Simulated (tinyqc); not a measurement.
Avalanche multiplication and breakdown of a junction from ionisation integrals: one step, computed by the program tinyqc. Command: `OMP_NUM_THREADS=1 python tinyqc.py 3002586 3002587 out.jsonl impact walk`. One thread of a shared host (Intel(R) Xeon(R) Processor @ 2.30GHz), about 0.01 s of CPU time with the checks.

Ionisation coefficients follow the local field. Position x runs through the depletion layer from the p side (x = 0), where electrons enter, to the n side (x = w), where holes enter. The built-in voltage is neglected.

Question. Breakdown. alpha_n = a_n exp(-(b_n/F)^c), alpha_p = a_p exp(-(b_p/F)^c). Uniform field F = F_m, w = W, V = F_m W. With Phi(x) = int_0^x (alpha_n - alpha_p) dx': 1 - 1/M_n = I_n = int_0^w alpha_n exp(-Phi) dx and M_p = M_n exp(-Phi(w)); trapezoid rule on 401 even points; breakdown at I_n = 1. Solve I_n(F_m) = 1.

Inputs (values chosen for the exercise, modelled on silicon):
```
quantity                   value        unit
electron prefactor a_n    704000        1/cm
electron field b_n      1.27e+06        V/cm
hole prefactor a_p      1.54e+06        1/cm
hole field b_p          2.01e+06        V/cm
exponent c                     1           -
permittivity eps            11.7           -
layer width W               0.74  micrometre
```

Junction: p-i-n with uniform field.

Constants: e = 1.602176634e-19 C; eps_0 = 8.8541878128e-12 F/m.

Give: critical field F_m; width at breakdown; breakdown voltage.

Answer.

critical field F_m = 0.37237 MV/cm

width at breakdown = 0.74 micrometre

breakdown voltage = 27.555 V
